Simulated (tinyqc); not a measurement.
Slow cooling against a quench: self-consistent Fermi level with native defects, at growth and after a quench. Computed by tinyqc, a small Python program. Command: `OMP_NUM_THREADS=1 python tinyqc.py 3006115 3006116 out.jsonl scfermi walk`. One thread of a shared host (Intel(R) Xeon(R) Processor @ 2.30GHz), about 0.05 s of CPU time with the checks.

Energies are counted from the top of the valence band (VBM); when the gap shrinks with temperature the conduction band moves and the levels stay. D and A draw on one reservoir with opposite signs, as the two vacancies of a compound do.

Inputs (values chosen for the exercise, with bands modelled on ZnO):
```
quantity                                value   unit
gap E_g at 300 K                         3.42     eV
slope -dE_g/dT above 300 K            0.00039   eV/K
electron mass m_e                       0.267    m_0
valleys M_c                                 1      -
hole mass m_h                           0.795    m_0
E_f of the neutral native donor D         2.2     eV
E_f of the neutral native acceptor A    3.901     eV
shift s of the chemical potential      -0.078     eV
site density N_s                      1.9e+22  cm^-3
growth temperature T_g                   1480      K
temperature of use T                      300      K
```

Added shallow dopant: none.

levels of D above the VBM, most positive state first (eV): 2.24  2.46

levels of A above the VBM, (0/-1) first (eV): 1.23  1.61

Constants: m_0 = 9.1093837015e-31 kg; k_B = 1.380649e-23 J/K; h = 6.62607015e-34 J s; k_B = 8.617333262e-05 eV/K.

Method:
- E_f(D, 0) = input + s and E_f(A, 0) = input - s; E_f(q, E_F = 0) follows from the levels, eps(q/q-1) = E_f(q - 1) - E_f(q) at E_F = 0.
- E_g(T) = E_g - slope x max(0, T - 300 K).
- N_c = 2 M_c (2 pi m_e k_B T/h^2)^(3/2) and N_v = 2 (2 pi m_h k_B T/h^2)^(3/2), masses in units of m_0.
- At growth T = T_g.
- n = N_c F_1/2((E_F - E_g)/k_B T), p = N_v F_1/2(-E_F/k_B T).
- F_1/2(eta) = (2/sqrt(pi)) int_0^infinity sqrt(x)/(1 + exp(x - eta)) dx, by the trapezoid rule in t = sqrt(x) with step 0.02 up to t = 12 (for eta < -12 by exp(eta) - exp(2 eta)/2^(3/2)).
- In equilibrium c_q = N_s exp(-(E_f(q, 0) + q E_F)/k_B T).
- Net charge = p - n + sum q c_q; the log ratio is ln(positive charge/negative charge).
- E_F is the root of the log ratio, by 50 bisections between -0.5 eV and E_g + 0.5 eV.
- After a quench the totals of D and A stay as grown, and each is shared among its charge states with weights exp(-(E_f(q, 0) + q E_F)/k_B T).
- Each E_F by bisection; full equilibrium lets the defects form and vanish at every T.

E_f(q, E_F = 0) (eV): D(+2) -2.578, D(+1) -0.338, D(0) 2.122, A(0) 3.979, A(-1) 5.209, A(-2) 6.819

total D = 4.05000e+16 cm^-3

total A = 5.01249e+13 cm^-3

Two histories (densities in cm^-3):
```
T (K)  E_F, equilibrium (eV)           n           p  all defects  E_F, frozen (eV)   n, frozen   p, frozen
1240                  2.1390  5.5893e+15  3.0264e+11   3.2962e+15            2.3503  4.0354e+16  4.1900e+10
1010                  2.1279  1.8375e+14  2.6494e+09   1.0350e+14            2.5124  1.5243e+16  3.1929e+07
770                   2.1143  6.4172e+11  1.0604e+06   3.4356e+11            2.6506  2.0762e+15  3.2774e+02
540                   2.0991  2.9396e+07  1.1014e+00   1.5046e+07            2.7297  2.2551e+13  1.4358e-06
300                   2.0795  1.0475e-04  2.0694e-16   5.2427e-05            2.6151  1.0407e+05  2.0828e-25
```

What does the comparison show, and why?

At 300 K equilibrium would leave 5.24e-5 defects per cm^3 against 4.06e16 frozen in, and E_F differs by +0.536 eV. Both histories end semi-insulating. Real samples lie between, set by the temperature at which diffusion stops.
